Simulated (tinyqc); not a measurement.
What moves the tail: Franz-Keldysh effect at a direct gap.

Parabolic bands, vertical transitions, no excitons. For each hole band j: mr = me mj/(me + mj); joint density of states J_j(E) = (mr/c)^(3/2) sqrt(E - Eg)/(2 pi^2), both spins, c = hbar^2/2m0; averaged matrix element |e.p|^2 = m0 Ep/6; alpha_j(E) = 4 pi^2 alpha_f c Ep J_j/(3 nr E) in 1/angstrom (alpha_f the fine-structure constant, listed as alpha among the constants), times 1e8 for 1/cm.

In a field Fd (1 kV/cm = 1e-5 V/angstrom) the electro-optic energy of band j is th = (c (e Fd)^2/mr)^(1/3), and sqrt(E - Eg) in J_j is replaced by pi sqrt(th) [Ai'(b)^2 - b Ai(b)^2] with b = (Eg - E)/th; Ai is the Airy function.

Constants: hbar^2/2m0 = 3.80998211 eV angstrom^2; fine-structure constant alpha = 0.007297352564.

Values chosen for the exercise (near those of GaAs; not measured data): Eg = 1.421 eV (direct gap); me = 0.0693 m0 (electron mass); mhh = 0.487 m0 (heavy-hole mass); mlh = 0.0815 m0 (light-hole mass); Ep = 25.8 eV (Kane energy); nr = 3.65 (refractive index); Fd = 130 kV/cm (uniform field); det = 40 meV (detuning below the gap).

At E = Eg - det.

One parameter was then changed.

Results before and after:
```
case     th heavy (meV)  alpha (1/cm)
base             47.346         233.4
changed          47.346         142.4
```

Which of these changes was made? (a) Ep = 28.4 eV; (b) nr = 3.83; (c) det = 50 meV; (d) Fd = 169 kV/cm; (e) mlh = 0.106 m0; (f) me = 0.0797 m0.

Answer: (c) det = 50 meV. Of the candidates, run in turn, only this one gives the changed row.

All candidates:
```
case            th heavy (meV)  alpha (1/cm)
base                    47.346         233.4
Fd = 169 kV/cm          56.396         346.9
det = 50 meV            47.346         142.4
me = 0.0797 m0          45.470         249.3
mlh = 0.106 m0          47.346         241.8
Ep = 28.4 eV            47.346         256.9
nr = 3.83               47.346         222.4
```

Run: tinyqc, `OMP_NUM_THREADS=1 python tinyqc.py 1650725 1650726 out.jsonl`; Intel(R) Xeon(R) Processor @ 2.30GHz, one thread, shared host; about 0.01 s of CPU time with all checks.
